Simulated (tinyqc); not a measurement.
The decay curve: photoconductance decay in a wafer: bulk and surface recombination modes, and iron detection by pair splitting. Computed by tinyqc, a small Python program. Command: `OMP_NUM_THREADS=1 python tinyqc.py 3114274 3114275 out.jsonl pcd walk`. One thread of a shared host (Intel(R) Xeon(R) Processor @ 2.30GHz), about 0.01 s of CPU time with the checks.

Both faces of the wafer have the same S; injection is low and all coefficients are constant. x runs from -W/2 to W/2.

Inputs (values chosen for the exercise, modelled on p-type silicon):
```
quantity,value,unit
thickness W,200,micrometre
diffusivity D,24.9,cm^2/s
bulk lifetime tau_b without iron,1600,microsecond
surface recombination velocity S,16000,cm/s
absorption coefficient alpha,2600,1/cm
```

Method:
- Even modes cos(a x) obey b tan b = S W/(2 D) with b = a W/2, odd modes sin(a x) obey -b cot b = S W/(2 D); each decays at the rate 1/tau_b + D a^2.
- tau_eff is the decay time of the first mode. The surface time is 1/(D a^2) of that mode; shortcuts for it are W/(2 S), W^2/(pi^2 D) and their sum, whose error is sum/surface time - 1.
- Light from one face makes n(x, 0) proportional to exp(-alpha (x + W/2)). Only even modes carry the thickness average: weight c_n = [sin b/b] int n cos(a x) dx / (int cos^2(a x) dx x mean n), with int exp(-alpha (x + W/2)) cos(a x) dx = [alpha cos b (1 - E) + a sin b (1 + E)]/(alpha^2 + a^2), E = exp(-alpha W), and int cos^2 = W/2 + sin(2 b)/(2 a).
- Mean density = sum_n c_n exp(-t/tau_n) over 60 modes; the local decay time is -1/(d ln n/dt).

W^2/(pi^2 D) = 1.62765 microsecond

tau_eff = 2.16222 microsecond

Decay:
```
t / (W^2/(pi^2 D)),t (microsecond),mean density/start,local decay time (microsecond)
0.02,0.0326,0.69382,0.1558
0.05,0.0814,0.55204,0.2801
0.10,0.1628,0.44192,0.4644
0.20,0.3255,0.34029,0.8102
0.50,0.8138,0.22879,1.7032
1.00,1.6276,0.15212,2.1355
2.00,3.2553,0.07155,2.1622
```

What does the comparison show, and why?

The local decay time goes from 0.156 to 2.16 microsecond against tau_eff = 2.16. Early on higher modes speed the decay, so a fit must start late.
